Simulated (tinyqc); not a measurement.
# Trap density from swing and capacitance

Problem. In an MOS structure at one bias the subthreshold swing is S = Vt ln 10 (1 + (Cd + q Dit)/Cox) and 1/C_HF = 1/Cox + 1/Cd, Cox = 3.9 eps0/EOT. Find Cd and Dit.

Inputs (values chosen for the exercise): temperature T = 300 K; equivalent oxide thickness EOT = 5.7 nm.

Constants: q = 1.602176634e-19 C, kB = 1.380649e-23 J/K, Vt = kB T/q, eps0 = 8.8541878128e-14 F/cm where lengths are in cm. Results are converted to the units shown.

S = 82.364971 mV/decade
C_HF = 96.592012 nF/cm^2

Answer. C_HF gives Cd, and the swing gives Cd + q Dit.

Cd = 115 nF/cm^2
Dit = 7.33e11 cm^-2 eV^-1

Program tinyqc, `OMP_NUM_THREADS=1 python tinyqc.py 2030108 2030109 out.jsonl`; Intel Xeon 2.30GHz, shared host, one thread, about 0.01 s.
